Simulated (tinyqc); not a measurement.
Admittance spectroscopy of a deep trap: one step of the calculation.

Schottky contact on an n-type layer with shallow donors Nd (all ionised) and a donor-like deep trap, neutral when filled and positive when empty; depletion approximation. Traps within lam of the depletion edge stay filled. The traps at xt = W - lam, where the level crosses the Fermi level, follow a slow signal and not a fast one. w = 2 pi f.

Question. Widths and limiting capacitances. lam = sqrt(2 eps0 eps_r (EF - ET)/(q Nd)), EF - ET = Et - (kB T/q) ln(Nc(T)/Nd), Nc(T) = Nc (T/300 K)^1.5. In the steady state at the band bending V, 2 eps0 eps_r V/q = Nd W^2 + Nt (W - lam)^2 (the second term only if W > lam). V = Vbi + Vr. C_HF = eps0 eps_r/W, C_LF = eps0 eps_r (Nd + Nt)/(Nd W + Nt xt).

Inputs (values chosen for the exercise); material values close to those of germanium: relative permittivity eps_r = 15.8; conduction-band density of states at 300 K Nc = 1.03e19 cm^-3; shallow donor density Nd = 8.9e15 cm^-3; built-in voltage Vbi = 0.44 V; depth of the trap below the conduction edge Et = 0.22 eV; trap density Nt = 2.3e15 cm^-3; reverse bias Vr = 0 V; temperature T = 164 K.

Constants: q = 1.602176634e-19 C, kB = 1.380649e-23 J/K, eps0 = 8.8541878128e-14 F/cm where lengths are in cm. Results are converted to the units shown.

Give: lam; W; xt; C_HF; C_LF.

Answer.

lam = 161.6 nm
W = 286.8 nm
xt = 125.2 nm
C_HF = 48.77 nF/cm^2
C_LF = 55.15 nF/cm^2

The step is 13.1 % of C_HF.

Numbers from tinyqc (`OMP_NUM_THREADS=1 python tinyqc.py 2050088 2050089 out.jsonl`; about 0.01 s on one thread of a shared Intel Xeon 2.30GHz).
